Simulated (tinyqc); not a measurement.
The best anneal temperature for the time t: solubility, supersaturation, precipitation and gettering of an impurity in a silicon-like host. Computed by tinyqc, a small Python program. Command: `OMP_NUM_THREADS=1 python tinyqc.py 3009754 3009755 out.jsonl ripen walk`. One thread of a shared host (Intel(R) Xeon(R) Processor @ 2.30GHz), about 0.01 s of CPU time with the checks.

The wafer was saturated at T1 and is then held at T.

Inputs (values chosen for the exercise, modelled on iron in silicon): site density N0 = 5e+22 1/cm^3; enthalpy of solution H = 2.95 eV; entropy of solution S = 7.5 k_B; diffusion prefactor D0 = 0.00083 cm^2/s; migration energy Q = 0.653 eV; temperature of saturation T1 = 1400 K; anneal temperature T = 864 K; sink density n = 4.8e+08 1/cm^3; initial sink radius r0 = 64 nm; impurity density in the precipitate C_p = 2.4e+22 1/cm^3; interface energy gamma = 0.61 J/m^2; anneal time t = 100 s.

Constants: k_B = 8.617333262e-05 eV/K; k_B = 1.380649e-23 J/K.

Method:
- C_eq(T) = N0 exp(S/k_B - H/(k_B T)); D(T) = D0 exp(-Q/(k_B T)); C0 = C_eq(T1). Supersaturation s = C0/C_eq(T); critical radius r* = 2 gamma/(C_p k_B T ln s); barrier W* = (4 pi/3) gamma r*^2. Strain energy is left out.
- r_f = [r0^3 + 3 (C0 - C_eq)/(4 pi n C_p)]^(1/3), tau_f = 1/(4 pi n r_f D).
- Growing sinks: with y = r/r_f and y0 = r0/r_f, dy/dt = (1 - y^3)/(3 tau_f y), which integrates to t/tau_f = F(y) - F(y0), F(y) = (1/2) ln[(1 + y + y^2)/(1 - y)^2] - sqrt(3) arctan[(2y + 1)/sqrt(3)]; the share of the excess left is (1 - y^3)/(1 - y0^3), and C(t) = C_eq + (C0 - C_eq) x share.

C0 = 2.17093e+15 1/cm^3

Dissolved share after t:
```
T (K)     C_eq/C0   tau_f (s)  C(t)/C0
630    1.0485e-13  4.9560e+03  0.98103
728    1.5753e-10  9.8159e+02  0.90765
840    8.3236e-08  2.4501e+02  0.67644
952    1.0059e-05  8.4775e+01  0.31856
1064   4.4306e-04  3.6677e+01  0.06908
1176   9.4892e-03  1.8621e+01  0.01434
1274   8.9067e-02  1.1388e+01  0.08921
1344   3.6101e-01  8.4697e+00  0.36102
```

What follows from these numbers?

The lowest dissolved share among these rows is 0.014 at 1176 K. Above it solubility sets the floor; below it diffusion is too slow for this time. Solubility falls with H = 2.95 eV and diffusion with Q = 0.653 eV. Caution: the barrier to homogeneous nucleation is below 35 k_B T for these inputs, so new precipitates would form and outnumber the fixed sinks assumed here.

Extremes, crossings and ranges named in words are read from the listed rows.
